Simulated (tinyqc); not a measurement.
Against the doping: band-to-band tunnelling and avalanche in a reverse-biased abrupt junction. Computed by tinyqc, a small Python program. Command: `OMP_NUM_THREADS=1 python tinyqc.py 3030669 3030670 out.jsonl zener walk`. One thread of a shared host (Intel(R) Xeon(R) Processor @ 2.30GHz), about 0.01 s of CPU time with the checks.

Direct Kane tunnelling in the local field (for indirect gaps the mass is an effective fit) and one ionisation coefficient for both carriers. N is the doping of the light side, or N_A N_D/(N_A + N_D) for the symmetric junction; the built-in voltage is taken as E_g/e.

Inputs (values chosen for the exercise, modelled on In0.53Ga0.47As):

| quantity | value | unit |
|---|---|---|
| band gap at 300 K, E_g | 0.739 | eV |
| gap narrowing with temperature, -dE_g/dT | 0.37 | meV/K |
| reduced tunnelling mass m_r | 0.022 | m_0 |
| permittivity eps | 13.9 | - |
| ionisation prefactor a | 5.1e+06 | 1/cm |
| ionisation field at 300 K, b | 1.58e+06 | V/cm |
| relative rise of b with temperature | 3 | 1e-4/K |
| effective doping N | 5e+17 | 1/cm^3 |
| current density that defines tunnel breakdown, J_0 | 0.1 | A/cm^2 |
| temperature T | 300 | K |

Junction: symmetric.

Constants: eps_0 = 8.8541878128e-12 F/m; e = 1.602176634e-19 C; m_0 = 9.1093837015e-31 kg; hbar = 1.054571817e-34 J s.

Method:
- E_g(T) = E_g - (T - 300 K)(-dE_g/dT); b(T) = b [1 + (rise)(T - 300 K)]; w = sqrt(2 eps eps_0 (V_R + E_g/e)/(e N)); F_m = 2 (V_R + E_g/e)/w; the field falls linearly from F_m to 0 on both sides.
- Kane: G(F) = A F^2 exp(-B/F), A = e^2 sqrt(m_r)/(18 pi hbar^2 sqrt(E_g)), B = pi sqrt(m_r) E_g^(3/2)/(2 e hbar), SI units; J = e int G dx x V_R/(V_R + E_g/e), the last factor making J vanish at zero bias; int G dx = (w/F_m) int_0^F_m G dF by 64 Gauss-Legendre points.
- Avalanche: I = (w/F_m) int_0^F_m a exp(-b/F) dF by 64 Gauss-Legendre points, M = 1/(1 - I), breakdown at I = 1.
- V_Z solves J = J_0 and V_A solves I = 1; the lower one is the breakdown voltage; temperature coefficients by a central difference of +/- 10 K.

Breakdown:

| N (1/cm^3) | V_Z (V) | V_A (V) | F_m at breakdown (MV/cm) | first |
|---|---|---|---|---|
| 1.00e+16 | 2.9568e+01 | 35.331 | 0.28090 | tunnelling |
| 2.50e+16 | 1.2450e+01 | 18.332 | 0.29299 | tunnelling |
| 6.00e+16 | 5.2578e+00 | 9.952 | 0.30607 | tunnelling |
| 1.50e+17 | 1.9285e+00 | 5.322 | 0.32277 | tunnelling |
| 3.00e+17 | 7.4375e-01 | 3.332 | 0.34032 | tunnelling |
| 5.00e+17 | 2.6486e-01 | 2.359 | 0.36150 | tunnelling |
| 1.00e+18 | 1.2299e-02 | 1.469 | 0.44228 | tunnelling |

What does the comparison show, and why?

Tunnelling comes first in every row. Across the table V_Z + E_g/e scales as N^-0.80 and V_A as N^-0.69: tunnelling needs a nearly fixed field, while avalanche in a thinner layer needs a higher one. Rows with V_Z below E_g/e understate it, since the local Kane formula overestimates the current there. Rows with V_A below about 5 E_g/e understate it, since the local law ignores the distance a carrier needs to reach the ionisation energy.

Extremes, crossings and ranges named in words are read from the listed rows.
